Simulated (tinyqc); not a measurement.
p-n diode with diffusion and depletion-layer recombination: currents and ideality against junction voltage.

Abrupt junction in the depletion approximation, low injection, full ionisation, neutral widths fixed, ohmic contact on the p side. Vj is the junction voltage; where a series resistance Rs is given, V = Vj + J Rs is the terminal voltage.

ni = sqrt(Nc Nv) exp(-Eg/(2 Vt)), Eg in volts; D = mu Vt; Ln = sqrt(Dn tn), Lp = sqrt(Dp tp); J0n = q ni^2 Dn coth(wp/Ln)/(Ln Na); J0p = (q ni^2 Dp/(Lp Nd)) (s + tanh(wn/Lp))/(1 + s tanh(wn/Lp)), s = Sp Lp/Dp. J_diff = (J0n + J0p)(exp(Vj/Vt) - 1). Vbi = Vt ln(Na Nd/ni^2), W = sqrt(2 eps0 eps_r (Vbi - Vj)(1/Na + 1/Nd)/q), xp = W Nd/(Na + Nd), xn = W Na/(Na + Nd); u(x) = q Na (x + xp)^2/(2 eps0 eps_r) for x < 0 and Vbi - Vj - q Nd (xn - x)^2/(2 eps0 eps_r) for x > 0; p = Na exp(-u/Vt), n = Nd exp((u - Vbi + Vj)/Vt); U = ni^2 (exp(Vj/Vt) - 1)/(tp (n + ni exp(Et/Vt)) + tn (p + ni exp(-Et/Vt))); J_scr = q times the integral of U from -xp to xn. J = J_diff + J_scr. Ideality = (1/Vt) dVj/d ln J or (1/Vt) dV/d ln J; last column ni^2 exp(Vj/Vt)/N^2.

Values chosen for this exercise; band and dielectric values close to those of silicon:
- T = 300 K (temperature)
- Eg = 1.13 eV (band gap)
- eps_r = 11.7 (relative permittivity)
- Nc = 2.81e19 cm^-3 (conduction-band density of states at T)
- Nv = 2.6e19 cm^-3 (valence-band density of states at T)
- Na = 3.9e16 cm^-3 (acceptor density)
- Nd = 1.1e16 cm^-3 (donor density)
- mun = 830 cm^2/(V s) (electron mobility in the p side)
- mup = 470 cm^2/(V s) (hole mobility in the n side)
- tn = 7e-6 s (electron lifetime)
- tp = 8e-8 s (hole lifetime)
- wp = 5.7 um (neutral width of the p side)
- wn = 8.4 um (neutral width of the n side)
- Sp = 1e7 cm/s (recombination velocity at the n contact)
- Rs = 0.0088 ohm cm^2 (series resistance)
- Et = 0.05 eV (trap level above the intrinsic level)

Constants: q = 1.602176634e-19 C, kB = 1.380649e-23 J/K, Vt = kB T/q, eps0 = 8.8541878128e-14 F/cm where lengths are in cm. Results are converted to the units shown.

Currents and ideality against junction voltage:
columns A: Vj (V); B: J_diff (A/cm^2); C: J_scr (A/cm^2); D: J (A/cm^2); E: V (V); F: ideality against Vj; G: ideality against V; H: minority/doping, lighter side
```
A            B         C         D       E      F      G          H
0.19  4.886e-8  1.116e-7  1.605e-7  0.1900  1.467  1.467  9.763e-10
0.24  3.382e-7  3.180e-7  6.562e-7  0.2400  1.285  1.285   6.754e-9
0.29  2.340e-6  9.104e-7  3.250e-6  0.2900  1.145  1.145   4.672e-8
0.35  2.383e-5  3.279e-6  2.711e-5  0.3500  1.056  1.056   4.759e-7
0.4   1.648e-4  9.774e-6  1.746e-4  0.4000  1.025  1.025   3.292e-6
0.45  0.001140  2.997e-5  0.001170  0.4500  1.011  1.011   2.277e-5
0.5   0.007889  9.418e-5  0.007983  0.5001  1.005  1.008   1.575e-4
0.55   0.05457  2.893e-4   0.05486  0.5505  1.002  1.021   0.001090
0.6     0.3775  7.181e-4    0.3782  0.6033  1.001  1.130   0.007539
```

The ideality against Vj falls from 1.47 to 1.00. Diffusion overtakes recombination in the layer between Vj = 0.19 and 0.24 V. J_scr alone has an ideality of 1.85 between the first two rows and 2.13 between the last two. From Vj = 0.6 V the series resistance raises the terminal ideality by over a tenth; there J Rs = 0.13 Vt.

tinyqc, about 0.01 s, one thread, Intel Xeon 2.30GHz (shared host): `OMP_NUM_THREADS=1 python tinyqc.py 2260012 2260013 out.jsonl`
